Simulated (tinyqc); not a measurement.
Harmonic transition-state theory with quantum, tunnelling and friction corrections. Changing the temperature T. Computed by tinyqc, a small Python program. Command: `OMP_NUM_THREADS=1 python tinyqc.py 3024571 3024572 out.jsonl rates sweep`. One thread of a shared host (Intel(R) Xeon(R) Processor @ 2.30GHz), about 0.04 s of CPU time with the checks.

One atom hops between equivalent sites; three modes at the minimum and two real modes at the saddle are treated as harmonic, the rest of the crystal as unchanged; melting is ignored, so hot rows may lie above the melting point.

Inputs (values chosen for the exercise, modelled on interstitial carbon in iron): barrier E_b = 0.899 eV; imaginary frequency at the saddle nu_b = 6.93 THz; jump length d = 1.43 angstrom; number of jump directions z = 4.

Lattice of sites: three-dimensional.

frequencies at the minimum (THz): [16.2, 16.8, 18.9]

real frequencies at the saddle (THz): [18.2, 19.5]

Constants: k_B = 8.617333262e-05 eV/K; h x 1 THz = 4.135667696 meV.

Method:
- Vineyard: nu* = product of minimum frequencies / product of real saddle frequencies; k_cl = nu* exp(-E_b/(k_B T)).
- Activation entropy S = k_B ln(nu* h/(k_B T)); for uncorrelated jumps D = z k d^2/6 and D0 = z nu* d^2/6; 1 angstrom^2 = 1e-16 cm^2.
- Quantum harmonic: k_q = (k_B T/h) [prod 2 sinh(x_i/2) (minimum) / prod 2 sinh(x_j/2) (saddle)] exp(-E_b/(k_B T)), x = h nu/(k_B T).
- Zero-point correction to the barrier = (h/2)(sum of saddle frequencies - sum of minimum frequencies).
- With u = h nu_b/(k_B T): Wigner factor 1 + u^2/24; parabolic barrier (Bell) (u/2)/sin(u/2), valid above T_c = h nu_b/(2 pi k_B); symmetric Eckart barrier: kappa = int_0^infinity P(E) exp(-(E - E_b)/(k_B T)) dE/(k_B T), P = (cosh 2a - 1)/(cosh 2a + cosh 2d), a = alpha sqrt(E/E_b), alpha = 2 pi E_b/(h nu_b), 2d = 2 sqrt(alpha^2 - pi^2/4).

One run for each value:
```
temperature T (K)  classical rate k_cl (1/s)  ratio k_q/k_cl  Eckart factor  classical diffusivity D (cm^2/s)
250                                1.092e-05           1.325          1.079                         1.488e-21
310                                3.514e-02           1.204          1.051                         4.791e-18
380                                1.730e+01           1.133          1.034                         2.359e-15
480                                5.273e+03           1.082          1.021                         7.189e-13
590                                3.033e+05           1.054          1.014                         4.135e-11
730                                9.009e+06           1.035          1.009                         1.228e-09
910                                1.522e+08           1.022          1.006                         2.074e-08
1100                               1.102e+09           1.015          1.004                         1.503e-07
1400                               8.412e+09           1.009          1.003                         1.147e-06
```

What does the table show, and why?

Over the rows, classical rate k_cl (1/s) rises from 1.09e-5 to 8.41e9 (exponent d ln y / d ln x 38 between the first rows and 8.4 between the last); ratio k_q/k_cl falls from 1.32 to 1.01 (exponent d ln y / d ln x -0.45 between the first rows and -0.024 between the last); Eckart factor falls from 1.08 to 1.00 (exponent d ln y / d ln x -0.12 between the first rows and -0.0064 between the last). The apparent barrier of the corrected rate k_cl (k_q/k_cl) kappa(Eckart) is 0.885 eV between the coldest rows and 0.896 eV between the hottest, against E_b = 0.899 eV.

Caution (rows 250, 310, 380, 480, 590): h nu exceeds k_B T, so zero-point and tunnelling corrections to the classical rate matter.
